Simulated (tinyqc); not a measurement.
Inside a calculation. Method: tight binding, kagome lattice. One step of it, computed by the program tinyqc.

Problem. Levels at k. Diagonalise the Hermitian matrix.

H(k) at k (eV), lower triangle (Hermitian):
```
,A,B,C
A,0.000000
B,-2.021457+0.874762i,0.000000
C,-0.084268-0.441749i,-0.114208+0.510935i,0.000000
```

Give: eigenvalues; weights |c|^2 of the basis functions.

Solution.

eigenvalues (eV): -2.2039  -0.1961  2.4000

weights |c|^2 of the basis functions:
```
,band 1,band 2,band 3
A,0.4958,0.0452,0.4590
B,0.5036,0.0314,0.4650
C,0.0006,0.9234,0.0760
```
